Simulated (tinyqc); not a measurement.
# Current crowding under a contact, resistor ladder against the transmission-line model, step by step

Program tinyqc, `OMP_NUM_THREADS=1 python tinyqc.py 2760155 2760156 out.jsonl`; Intel Xeon 2.30GHz, shared host, one thread, about 0.01 s. Printed values are rounded.

A metal contact of length d and width W on a thin layer of the same width. The metal has no resistance, the sheet resistance under it equals Rsh, and current enters the layer at the front edge x = 0.

Inputs (values chosen for the exercise): sheet resistance of the semiconductor layer Rsh = 170 ohm/sq; specific contact resistivity rc = 1.2e-5 ohm cm^2; contact length d = 6.1 um; contact width W = 290 um; cells n = 9; current I = 0.5 mA.

## Conductances of the ladder

Cut the contact into n cells of length hc = d/n. Neighbouring cell centres are joined by a = W/(Rsh hc), each centre joins the metal (0 V) by g = W hc/rc, and I enters cell 1 through half a cell: -a v_(i-1) + b_i v_i - a v_(i+1) = I for i = 1 and 0 otherwise, b_i = g + 2 a (g + a at both ends). Rc = v_1/I + 1/(2 a).

a = 2.51688 S
g = 0.163796 S
b_i, cell 1 to 9 (S): 2.68067  5.19755  5.19755  5.19755  5.19755  5.19755  5.19755  5.19755  2.68067

## Voltages and the share of the current

Cut the contact into n cells of length hc = d/n. Neighbouring cell centres are joined by a = W/(Rsh hc), each centre joins the metal (0 V) by g = W hc/rc, and I enters cell 1 through half a cell: -a v_(i-1) + b_i v_i - a v_(i+1) = I for i = 1 and 0 otherwise, b_i = g + 2 a (g + a at both ends). Rc = v_1/I + 1/(2 a). Cell i passes g v_i to the metal.

```
cell	v_i (mV)	share of the current (%)
1	0.701985	22.9965
2	0.549011	17.9852
3	0.431766	14.1443
4	0.342620	11.2240
5	0.275771	9.0341
6	0.226869	7.4321
7	0.192732	6.3138
8	0.171137	5.6063
9	0.160681	5.2638
```

Rc of the ladder = 1.60263 ohm

The first cell passes 23.0 % of the current and the last 5.26 %; an even spread would give 11.1 % each.

## The transmission-line result

Transfer length Lt = sqrt(rc/Rsh); front resistance Rc = (Rsh Lt/W) coth(d/Lt); end resistance Re = (Rsh Lt/W)/sinh(d/Lt). v(x) = I (Rsh Lt/W) cosh((d - x)/Lt)/sinh(d/Lt) at the cell centres x = (i - 1/2) d/n.

Lt = 2.65684 um
Rc = 1.58935 ohm
Re = 0.316774 ohm
v(x), cell 1 to 9 (mV): 0.701549  0.548255  0.430835  0.341606  0.274729  0.225829  0.191705  0.170125  0.159677

The ladder's Rc is 0.84 % above this value, with cells 0.26 Lt long.
